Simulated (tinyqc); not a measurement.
Physical sputtering: collision-cascade yield, angular dependence, faceting and resputtering in deposition: one step, computed by the program tinyqc. Command: `OMP_NUM_THREADS=1 python tinyqc.py 3028256 3028257 out.jsonl sputter walk`. One thread of a shared host (Intel(R) Xeon(R) Processor @ 2.30GHz), about 0.01 s of CPU time with the checks.

Ions start collision cascades; atoms that reach the surface with more than U leave. The target is amorphous or fine-grained.

Task: Yield at normal incidence. gamma = 4 M1 M2/(M1 + M2)^2; threshold E_th = 6.7 U/gamma for M1 >= M2, else U (1 + 5.7 M1/M2)/gamma. eps = 0.03255 M2 E/(Z1 Z2 (M1 + M2) z), z = (Z1^(2/3) + Z2^(2/3))^(1/2), E in eV; s_n = 3.441 sqrt(eps) ln(eps + 2.718)/(1 + 6.355 sqrt(eps) + eps (6.882 sqrt(eps) - 1.708)); S_n = 84.78 Z1 Z2 M1 s_n/((M1 + M2) z) in eV angstrom^2; alpha = 0.249 (M2/M1)^0.56 + 0.0035 (M2/M1)^1.5 for M1 <= M2, else 0.0875 (M2/M1)^(-0.15) + 0.165 M2/M1; Y0 = 0.042 Q alpha S_n/U [1 - sqrt(E_th/E)]^2.5 (the electronic-loss factor of the full formula is dropped). Erosion rate = Y0 J/(e N); 1 cm^2 = 1e14 nm^2.

Inputs (values chosen for the exercise, modelled on neon ions on tantalum): ion Z1 = 10; ion mass M1 = 20.2 u; target Z2 = 73; target mass M2 = 180.9 u; surface binding energy U = 8.1 eV; target density N = 55.5 1/nm^3; fit factor Q = 0.52; ion energy E = 8600 eV; current density J = 0.055 mA/cm^2.

Constants: e = 1.602176634e-19 C.

Give: energy transfer factor gamma; threshold E_th; reduced energy eps; nuclear stopping S_n; alpha; yield Y0; erosion rate.

Result:

energy transfer factor gamma = 0.3614

threshold E_th = 36.68 eV

reduced energy eps = 0.07336

nuclear stopping S_n = 462.9 eV angstrom^2

alpha = 0.9437

yield Y0 = 0.9948 atoms per ion

erosion rate = 3.692 nm/min

The threshold factor is 0.845; the energy cost is 8640 eV per removed atom, 1070 times U.
